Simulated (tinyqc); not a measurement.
Eight-band Kane k.p model with strain, step by step. Values are carried at full precision from step to step, so a last printed digit may differ when a step is redone from the rounded ones.

Constants: hbar^2/2m0 = 3.80998211 eV angstrom^2.

Values chosen for the exercise (near those of InAs; not measured data):
```
symbol  value                   unit        meaning
Eg      0.412                   eV          gap at Gamma to the s-like level
Dso     0.381                   eV          spin-orbit splitting
Ep      20.9                    eV          Kane energy
me      0.0253                  m0          electron mass at Gamma
g1      20.07                               Luttinger gamma1
g2      8.55                                gamma2
g3      9.27                                gamma3
a       6.041                   angstrom    lattice constant
a_sub   5.966                   angstrom    lattice constant of the substrate
C11     84.4                    GPa
C12     45.8                    GPa
C44     40.2                    GPa
face    001                                 growth face
ac      -5.14                   eV          conduction deformation potential
av      0.98                    eV          valence hydrostatic potential
b       -1.84                   eV          tetragonal shear potential
d       -3.56                   eV          trigonal shear potential
k       (-0.011, 0.001, 0.013)  1/angstrom  wave vector
kmax    0.04                    1/angstrom  end of the path
```

## Derived values

P = sqrt(Ep c); A = 1/me - Ep (Eg + 2 Dso/3)/(Eg (Eg + Dso)) keeps the electron mass; g1' = g1 - Ep/(3 Eg), g2' = g2 - Ep/(6 Eg), g3' = g3 - Ep/(6 Eg) remove the coupling to S that the Luttinger values already hold; L = -c (g1' + 4 g2'), M = -c (g1' - 2 g2'), N = -6 c g3'. c = hbar^2/2m0.

P = 8.9235 eV angstrom
A = -3.0783

g1', g2', g3': 3.1606  0.0953  0.8153

L, M, N (eV angstrom^2): -13.4944  -11.3156  -18.6378

The coupling to the valence bands supplies 42.60, against 1/me = 39.53; A makes up the difference. The diagonal term in A bends towards the gap, so the set should be tested for spurious states at large k.

## Strain of a layer grown coherently on a (001) face

e_par = (a_sub - a)/a in the plane; no stress along the normal: e_perp = -2 (C12/C11) e_par; exx = eyy = e_par, ezz = e_perp, no shear.

e_par = -0.012415
e_perp = 0.013474

strain tensor in the cubic axes:
```
           x          y         z
x  -0.012415   0.000000  0.000000
y   0.000000  -0.012415  0.000000
z   0.000000   0.000000  0.013474
```

The layer is under compression in the plane; its volume changes by -1.136 %.

## Strain terms

Strain (Bir-Pikus): H_SS gains ac tr(e); H_XX gains l exx + m (eyy + ezz) and H_XY gains n exy, with l = av + 2 b, m = av - b, n = sqrt(3) d. The sign of av is such that the gap moves by (ac - av) tr(e); the change of P with strain is neglected.

Form the strain terms of the Hamiltonian.

ac tr(e) = 0.05837 eV

strain block of X, Y, Z (the same for both spins) (eV), lower triangle:
```
         X        Y         Z
X  0.03651
Y        0  0.03651
Z        0        0  -0.10640
```

## The Hamiltonian at one k

Eight-band Kane model, basis S, X, Y, Z times spin, zero of energy at the top of the unstrained valence band, c = hbar^2/2m0. Within each spin: H_SS = Eg + A c k^2, H_SX = i P kx (likewise Y, Z), H_XX = -Dso/3 + L kx^2 + M (ky^2 + kz^2), H_XY = N kx ky, and cyclic. Spin-orbit term (Dso/3) L.sigma on X, Y, Z with (L_k)_ij = -i epsilon_kij: <X+|H|Y+> = -i Dso/3, <X+|H|Z-> = Dso/3, <Y+|H|Z-> = -i Dso/3, <Z+|H|X-> = -Dso/3, <Z+|H|Y-> = i Dso/3, <X-|H|Y-> = i Dso/3, and their conjugates; + and - are the spin along z. Terms from inversion asymmetry are left out, so every level is twofold.

Fill in the matrix, adding ac tr(e) to H_SS and the strain block to X, Y, Z of each spin.

H(k) (eV), lower triangle (Hermitian):
```
          S+              X+       Y+        Z+        S-              X-
S+    0.4670
X+   0.0982i         -0.0940
Y+  -0.0089i  0.0002+0.1270i  -0.0938
Z+  -0.1160i          0.0027  -0.0002   -0.2371
S-         0               0        0         0    0.4670
X-         0               0        0   -0.1270   0.0982i         -0.0940
Y-         0               0        0  -0.1270i  -0.0089i  0.0002-0.1270i
Z-         0          0.1270  0.1270i         0  -0.1160i          0.0027

         Y-       Z-
Y-  -0.0938
Z-  -0.0002  -0.2371
```

## Levels and orbital character

Diagonalise H; the levels come in pairs. The weights are summed over spin and averaged over each pair.

levels, each twofold (eV): -0.4199  -0.0668  0.0252  0.5036

weights:
```
   pair 1  pair 2  pair 3  pair 4
S   0.013   0.032   0.013   0.942
X   0.235   0.312   0.423   0.030
Y   0.223   0.226   0.549   0.002
Z   0.529   0.429   0.015   0.027
```

The conduction pair has 5.8 % valence character at this k; the valence pair with most S character is pair 2 (3.2 %).

## Bands along [001] and [110]

The same diagonalisation at six points |k| = 0, kmax/5, ..., kmax along each direction.

Levels (eV):
```
direction  |k| (1/angstrom)   pair 1   pair 2   pair 3  pair 4
[001]                 0.000  -0.4052  -0.0457   0.0365  0.4704
[001]                 0.008  -0.4091  -0.0511   0.0358  0.4773
[001]                 0.016  -0.4208  -0.0661   0.0336  0.4970
[001]                 0.024  -0.4407  -0.0877   0.0300  0.5269
[001]                 0.032  -0.4694  -0.1127   0.0249  0.5642
[001]                 0.040  -0.5068  -0.1385   0.0184  0.6064
[110]                 0.000  -0.4052  -0.0457   0.0365  0.4704
[110]                 0.008  -0.4074  -0.0492   0.0302  0.4793
[110]                 0.016  -0.4141  -0.0615   0.0155  0.5038
[110]                 0.024  -0.4260  -0.0863   0.0011  0.5396
[110]                 0.032  -0.4443  -0.1221  -0.0089  0.5823
[110]                 0.040  -0.4706  -0.1628  -0.0160  0.6288
```

At kmax the conduction band lies 22.4 meV and the top valence band 34.4 meV apart between the two directions. k.p holds near Gamma; the zone edge lies near 1 1/angstrom.

## Masses at Gamma

m*/m0 = c h^2/(E(h) - E(0)) with |k| = h = 0.0001 1/angstrom; negative values are hole-like.

Masses (m0):
```
direction  pair 1  pair 2  pair 3  pair 4
[001]      -0.064  -0.044  -0.337   0.035
[110]      -0.114  -0.073  -0.037   0.027
```

Strain has split the top two pairs at Gamma, so each has its own mass tensor; the top pair has -0.337 along [001] and -0.037 along [110].

## Checks

- Electron mass of the unstrained model by finite differences against the input me: both 0.02530.
- Heavy-hole mass along [100] against 1/(g1 - 2 g2): both 0.3367.
- Light-hole mass along [100] against 1/(g1 + 2 g2): both 0.02690.

Computed by tinyqc, a small Python program: `OMP_NUM_THREADS=1 python tinyqc.py 1081346 1081347 out.jsonl` (the numbers bound the seed that draws the inputs); one thread of a shared host (Intel(R) Xeon(R) Processor @ 2.30GHz), about 0.02 s for the whole set of steps.
